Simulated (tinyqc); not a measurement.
Inside a calculation: two-band k.p model of the X valleys of a zinc-blende crystal. Values are carried at full precision from step to step, so a last printed digit may differ when a step is redone from the rounded ones.

With x = D/D0: for x < 1 the minima lie at k_m = sqrt(ml D0 (1 - x^2)/(4 c)), the hump at X has the height dE = (D0/4)(1 - x)^2 and the mass at the minimum is ml/(1 - x^2); the mass at X is ml/(1 - 1/x), negative for x < 1. For x > 1 the minimum is at X.

Constants: hbar^2/2m0 = 3.80998211 eV angstrom^2; kB = 8.617333262e-05 eV/K.

Values chosen for the exercise (of the order of those of GaP; the results hold for these values, not for the real material): D = 0.343 eV (splitting of the two conduction levels at X); D0 = 0.494 eV (coupling energy); ml = 0.982 m0 (mass along the axis from remote bands); k = 0.019 1/angstrom (wave vector from X); kmax = 0.26 1/angstrom (end of the path); mt = 0.263 m0 (transverse mass); T = 20 K (temperature).

## Shape of the lower band

Give x, k_m, dE and both masses.

x = 0.6943
k_m = 0.12840 1/angstrom
dE = 11.539 meV
mass at the minimum = 1.896 m0
mass at X = -2.231 m0

The coupling wins over the splitting, so each X point carries two minima; the hump equals kT at 134 K.

## The matrix at one k

k along the valley axis, counted from X, c = hbar^2/2m0, e = c k^2/ml. H = [[e - D/2, i P k], [-i P k, e + D/2]] with P^2 = D0 c/ml, so E = e -/+ sqrt(D^2/4 + D0 e). For D = 0 (diamond lattice) the bands cross at X.

Give P, the matrix, its levels and the weight of the lower X state in the lower band.

P = 1.3844 eV angstrom

H (eV):
```
[[-0.1701, 0.0263i],
 [-0.0263i, 0.1729]]
```

levels (eV): [-0.1721, 0.1749]

weight = 0.9942

## Dispersion along the axis

Nine points; energies of the lower band from its minimum, against a parabola about the minimum with the mass there.

Results:
```
k (1/angstrom)  lower band (meV)  parabola (meV)  gap to the upper band (eV)
0.0000                     11.54           33.13                      0.3430
0.0325                      9.83           18.48                      0.3546
0.0650                      5.76            8.08                      0.3874
0.0975                      1.67            1.92                      0.4365
0.1300                      0.01            0.01                      0.4972
0.1625                      2.61            2.34                      0.5658
0.1950                     10.74            8.91                      0.6397
0.2275                     25.22           19.74                      0.7172
0.2600                     46.60           34.80                      0.7974
```

At kmax the band lies at 46.6 meV and the parabola at 34.8 meV: far from X the curvature returns to 1/ml, so the band is steeper than the parabola of the minimum.

## Thermal masses

Thermal masses along the axis for one X point, lower band, E from the minimum, on 1601 points from -0.8 to 0.8 1/angstrom: density-of-states mass m_d = c I^2/(pi kT), I = integral of exp(-E/kT) dk; conductivity mass m_c = 2 c kT/<(dE/dk)^2> with central differences.

Give m_d, m_c and Nc = 3 x 2 (kT/(4 pi c))^(3/2) mt sqrt(m_d) for three X points; 1 angstrom^-3 = 1e24 cm^-3.

m_d = 7.957 m0
m_c = 2.036 m0
Nc = 9.613e+17 cm^-3

Two separate parabolic minima would give m_d = 4 x 1.896 = 7.584; kT/dE = 0.15.

## Checks

- Height of the hump by numerical search against the closed form (meV): both 11.539.
- Thermal masses without coupling against ml: both 0.9820.

Program tinyqc; command `OMP_NUM_THREADS=1 python tinyqc.py 1881102 1881103 out.jsonl`; about 0.01 s on one thread of a shared Intel(R) Xeon(R) Processor @ 2.30GHz.
